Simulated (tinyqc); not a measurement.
Inside a calculation. Method: sp3 tight binding, zinc-blende lattice. Computed by tinyqc, a small Python program that keeps every step. Command: `OMP_NUM_THREADS=1 python tinyqc.py 29175 29176 out.jsonl` (the two numbers bound the seeds that draw the settings). One thread of a shared host (Intel(R) Xeon(R) Processor @ 2.60GHz), about 0.01 s of CPU time with the checks.

## Bloch Hamiltonian at k

Parameters chosen for this model: zinc-blende lattice, anion at 0, cation at a/4 (1,1,1); V = eta hbar^2 / (m d^2), hbar^2/m = 7.619964 eV angstrom^2:
```
parameter          value      unit
a               5.500000  angstrom
d               2.381570  angstrom
Es anion      -16.410000        eV
Ep anion       -7.560000        eV
Es cation     -10.780000        eV
Ep cation      -4.620000        eV
eta ss         -1.400000
eta sp          1.840000
eta pp sigma    3.240000
eta pp pi      -0.810000
V ss           -1.880851        eV
V sp            2.471975        eV
V pp sigma      4.352826        eV
V pp pi        -1.088206        eV
```

k point k (2 pi / a): -0.100000  -0.190000  0.740000

Slater-Koster rules over the four bonds with direction cosines (l, m, n): ss V_ss; s-px l V_sp; px-s -l V_sp; px-px l^2 V_pps + (1 - l^2) V_ppp; px-py l m (V_pps - V_ppp); each times exp(i k.d).

H(k) at k (eV):
```
                      a s                 a px                 a py                a pz
a s            -16.410000             0.000000             0.000000            0.000000
a px             0.000000            -7.560000             0.000000            0.000000
a py             0.000000             0.000000            -7.560000            0.000000
a pz             0.000000             0.000000             0.000000           -7.560000
c s   -2.820657-0.317600i  -1.521587-0.338994i  -0.783369-0.658450i  0.104288+4.945997i
c px   1.521587+0.338994i   1.087968+0.122503i  -0.132529-6.285363i  0.995504+0.836757i
c py   0.783369+0.658450i  -0.132529-6.285363i   1.087968+0.122503i  1.933630+0.430793i
c pz  -0.104288-4.945997i   0.995504+0.836757i   1.933630+0.430793i  1.087968+0.122503i

                      c s                 c px                 c py                 c pz
a s   -2.820657+0.317600i   1.521587-0.338994i   0.783369-0.658450i  -0.104288+4.945997i
a px  -1.521587+0.338994i   1.087968-0.122503i  -0.132529+6.285363i   0.995504-0.836757i
a py  -0.783369+0.658450i  -0.132529+6.285363i   1.087968-0.122503i   1.933630-0.430793i
a pz   0.104288-4.945997i   0.995504-0.836757i   1.933630-0.430793i   1.087968-0.122503i
c s            -10.780000             0.000000             0.000000             0.000000
c px             0.000000            -4.620000             0.000000             0.000000
c py             0.000000             0.000000            -4.620000             0.000000
c pz             0.000000             0.000000             0.000000            -4.620000
```

## Levels at k

Diagonalise the Hermitian matrix.

eigenvalues (eV): -19.419598  -14.395972  -13.021995  -12.763895  -3.648375  -2.213090  0.650656  1.082270

weights |c|^2 of the basis functions:
```
        band 1    band 2    band 3    band 4    band 5    band 6    band 7    band 8
a s   0.759947  0.072469  0.008672  0.005703  0.064944  0.085455  0.000324  0.002486
a px  0.000106  0.071444  0.367664  0.146366  0.047664  0.006635  0.173016  0.187105
a py  0.000468  0.076527  0.140524  0.383855  0.010795  0.002265  0.214867  0.170699
a pz  0.016508  0.250037  0.077478  0.067803  0.414057  0.134183  0.002742  0.037194
c s   0.131517  0.422369  0.038775  0.022070  0.361637  0.019709  0.000440  0.003483
c px  0.006127  0.052939  0.154100  0.158344  0.019791  0.054807  0.271289  0.282603
c py  0.004164  0.027456  0.171963  0.184398  0.004346  0.014866  0.333078  0.259729
c pz  0.081161  0.026759  0.040826  0.031462  0.076767  0.682080  0.004244  0.056701
```

## Bloch Hamiltonian at G

k point G (2 pi / a): 0  0  0

As before.

H(k) at G (eV):
```
             a s       a px       a py       a pz         c s       c px       c py       c pz
a s   -16.410000   0.000000   0.000000   0.000000   -7.523402   0.000000   0.000000   0.000000
a px    0.000000  -7.560000   0.000000   0.000000    0.000000   2.901884   0.000000   0.000000
a py    0.000000   0.000000  -7.560000   0.000000    0.000000   0.000000   2.901884   0.000000
a pz    0.000000   0.000000   0.000000  -7.560000    0.000000   0.000000   0.000000   2.901884
c s    -7.523402   0.000000   0.000000   0.000000  -10.780000   0.000000   0.000000   0.000000
c px    0.000000   2.901884   0.000000   0.000000    0.000000  -4.620000   0.000000   0.000000
c py    0.000000   0.000000   2.901884   0.000000    0.000000   0.000000  -4.620000   0.000000
c pz    0.000000   0.000000   0.000000   2.901884    0.000000   0.000000   0.000000  -4.620000
```

## Levels at G

As before.

eigenvalues (eV): -21.627796  -9.342972  -9.342972  -9.342972  -5.562204  -2.837028  -2.837028  -2.837028

## Bands along a path

The same steps at evenly spaced points between the labelled ones.

Bands along the path (eV):
```
k             band 1      band 2      band 3      band 4     band 5     band 6     band 7     band 8
L         -19.639599  -15.526550  -11.376776  -11.376776  -5.404160  -0.803224  -0.803224   1.200309
L-G 0.25  -20.089236  -14.681138  -11.130485  -11.130485  -5.337742  -1.049515  -1.049515   0.738116
L-G 0.50  -20.856355  -12.778540  -10.479295  -10.479295  -5.214047  -1.700705  -1.700705  -0.521058
L-G 0.75  -21.424484  -10.592899   -9.712891   -9.712891  -5.269236  -2.467109  -2.467109  -2.083382
G         -21.627796   -9.342972   -9.342972   -9.342972  -5.562204  -2.837028  -2.837028  -2.837028
G-X 0.25  -21.355044  -10.283104  -10.219917  -10.219917  -4.964758  -2.767094  -1.960083  -1.960083
G-X 0.50  -20.573716  -12.158267  -11.807234  -11.807234  -4.048573  -2.589444  -0.372766  -0.372766
G-X 0.75  -19.454393  -14.080753  -13.041066  -13.041066  -3.439569  -2.395285   0.861066   0.861066
X         -18.721169  -15.101466  -13.492142  -13.492142  -3.238534  -2.308831   1.312142   1.312142
X-W 0.25  -18.721169  -15.101466  -13.492142  -13.492142  -3.238534  -2.308831   1.312142   1.312142
X-W 0.50  -18.721169  -15.101466  -13.492142  -13.492142  -3.238534  -2.308831   1.312142   1.312142
X-W 0.75  -18.721169  -15.101466  -13.492142  -13.492142  -3.238534  -2.308831   1.312142   1.312142
W         -18.721169  -15.101466  -13.492142  -13.492142  -3.238534  -2.308831   1.312142   1.312142
```

With 4 band(s) filled, the highest filled level on these points lies at G and the lowest empty one at G: a gap of 3.7808 eV, direct.
